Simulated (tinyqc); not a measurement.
Quasiparticle equation with a plasmon-pole self-energy for two band edges: sweeps and comparisons. A value that a table varies takes the place of the one given here.

For each edge E = e + X + Sc(E), with the correlation part Sc(E) = A[0]/(E - a + w) + A[1]/(E - b - w); a and b are the valence and conduction energies that enter the Green function (a = ev, b = ec in the one-shot scheme). Z = 1/(1 - dSc/dE), dSc/dE = -A[0]/(E - a + w)^2 - A[1]/(E - b - w)^2.

Parameters, chosen for this exercise (scales of the order of those of SiO2; the results hold for these values, not for the real material):
```
symbol  value         unit  meaning
ev      0             eV    mean-field valence top
ec      5.52          eV    mean-field conduction edge
w       19.3          eV    pole energy
Av      (40.6, 20.6)  eV^2  weights of the valence state on the hole and electron poles
Ac      (22.4, 36.4)  eV^2  the same for the conduction state
Xv      -2.85         eV    exchange minus the mean-field potential, valence
Xc      3.66          eV    the same, conduction
```

## Schemes compared

Z = 1; linearised; exact one-shot; energies updated in G (a, b); updated in G and W, where w grows by half of the opening of the gap (a rule chosen for the exercise).

Results (eV):
```
scheme               Ev     Ec    gap  opening
mean field        0.000  5.520  5.520    0.000
Z = 1            -1.576  8.196  9.773    4.253
linearised       -1.380  7.880  9.260    3.740
one-shot, exact  -1.372  7.859  9.231    3.711
update G         -1.461  8.071  9.532    4.012
update G and W   -1.616  8.199  9.815    4.295
```

The openings run from 3.711 (one-shot, exact) to 4.295 eV (update G and W). Linearising moves the gap by 29 meV, updating G +301 meV and updating W a further +284 meV: once Z is kept, the level of self-consistency matters more than linearising.

## The starting point

The mean-field gap is opened by d (ev lowered by d/2, ec raised by d/2) and X is changed by the opposite amounts, so that e + X stays; one-shot and G-updated gaps.

Gaps (eV):
```
d    start  one-shot  update G
0.0  5.520    9.2306    9.5318
0.2  5.720    9.2472    9.5318
0.4  5.920    9.2636    9.5318
0.6  6.120    9.2798    9.5318
0.9  6.420    9.3039    9.5318
1.2  6.720    9.3276    9.5318
1.6  7.120    9.3586    9.5318
```

The one-shot gap moves by a fraction 0.08 of any change of the starting gap, while the updated gap, 9.5318 eV, does not depend on it. The two agree where the start already equals the result, near d = 4.01 eV. A real change of starting point alters the orbitals and the screening too; this model holds both fixed.

## What each parameter does

Exact one-shot edges and Z of the valence state there. Each row changes one parameter from the base and keeps the others.

Results:
```
case                     Ev (eV)  Ec (eV)  gap (eV)       Z
base                     -1.3719   7.8587    9.2306  0.8648
w = 20.27 eV             -1.4491   7.9355    9.3846  0.8754
Xv = -2.95 eV            -1.4583   7.8587    9.3171  0.8640
Xc = 3.76 eV             -1.3719   7.9451    9.3170  0.8648
ec = 5.62 eV             -1.3693   7.9561    9.3254  0.8650
Av = (42.63, 20.6) eV^2  -1.2745   7.8587    9.1332  0.8610
Ac = (22.4, 38.22) eV^2  -1.3719   7.7664    9.1383  0.8648
```

The largest shifts from the base row, up to three for each result and ties (the steps differ in size, so this ranks the rows, not the parameters). Ev (eV): Av +0.0974, Xv -0.0864, w -0.0772; unchanged at the printed digits by Xc and Ac. Ec (eV): ec +0.0974, Ac -0.0923, Xc +0.0864; unchanged at the printed digits by Xv and Av. gap (eV): w +0.1539, Av -0.0974, ec +0.0948. Z: w +0.0106, Av -0.0038, Xv -0.0008; unchanged at the printed digits by Xc and Ac.

tinyqc: `OMP_NUM_THREADS=1 python tinyqc.py 1880052 1880053 out.jsonl`; about 0.02 s, one thread, shared Intel(R) Xeon(R) Processor @ 2.30GHz.
